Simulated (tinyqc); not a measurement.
Which single mass stands for the valley: donor in an ellipsoidal valley (Kohn-Luttinger variational method). Computed by tinyqc, a small Python program. Command: `OMP_NUM_THREADS=1 python tinyqc.py 3021998 3021999 out.jsonl kohnlutt walk`. One thread of a shared host (Intel(R) Xeon(R) Processor @ 2.30GHz), about 0.04 s of CPU time with the checks.

H = -(d^2/dx^2 + d^2/dy^2) - gamma d^2/dz^2 - 2/r in units built on m_t, with gamma = m_t/m_l and z along the valley axis. One valley; no valley-orbit or central-cell term.

Inputs (values chosen for the exercise, modelled on silicon): transverse mass m_t = 0.185 m_0; longitudinal mass m_l = 0.924 m_0; dielectric constant eps = 11.6.

Constants: Ry = 13.605693123 eV; a_0 = 0.529177210903 angstrom.

Method:
- Ry* = Ry m_t/eps^2, a* = a_0 eps/m_t, gamma = m_t/m_l.
- Trial function exp(-sqrt((x^2 + y^2)/a^2 + z^2/b^2)) with beta = b/a < 1: E = t/a^2 - u/a, t = (2 + gamma/beta^2)/3, u = 2 arcsin(sqrt(1 - beta^2))/sqrt(1 - beta^2); the best a is 2 t/u and E(beta) = -u^2/(4 t).
- Golden-section search on beta from 0.05 to 0.999, 60 steps.
- Gaussian basis: g = P exp(-al (x^2 + y^2) - be z^2) with P = 1 (s-like), z (2p0) or x (2p+-); al = 0.004 x 2.6^k, k = 0..11, and be/al = 1, gamma^(-1/2) or 1/gamma (36 functions); 1/r = (2/sqrt(pi)) int exp(-t^2 r^2) dt by 48 Gauss-Legendre points after t = sqrt(al_i + al_j) tan(theta); overlap eigenvalues below 1e-10 are dropped.
- A hydrogenic level is Ry m/eps^2 for one mass m; errors are against the Gaussian basis.

gamma = 0.200216

1s binding energy, Gaussian basis = 29.5861 meV

1s binding energy, trial function = 29.5443 meV

1s binding energy:
```
rule                                      mass (m_0)  binding (meV)  error (%)
transverse mass                              0.18500         18.706     -36.78
conductivity mass 3/(2/m_t + 1/m_l)          0.25225         25.505     -13.79
density-of-states mass (m_t^2 m_l)^(1/3)     0.31623         31.975       8.07
longitudinal mass                            0.92400         93.428     215.78
trial function with a and b                        -         29.544      -0.14
mass that fits 1s                            0.29261         29.586       0.00
```

What does the comparison show, and why?

The conductivity mass, which is what a spherical trial function (a = b) gives, falls short by 13.8 %, as a restricted variational bound must; the density-of-states mass is off by +8.1 %. The mass that fits lies between the two.

Extremes, crossings and ranges named in words are read from the listed rows.
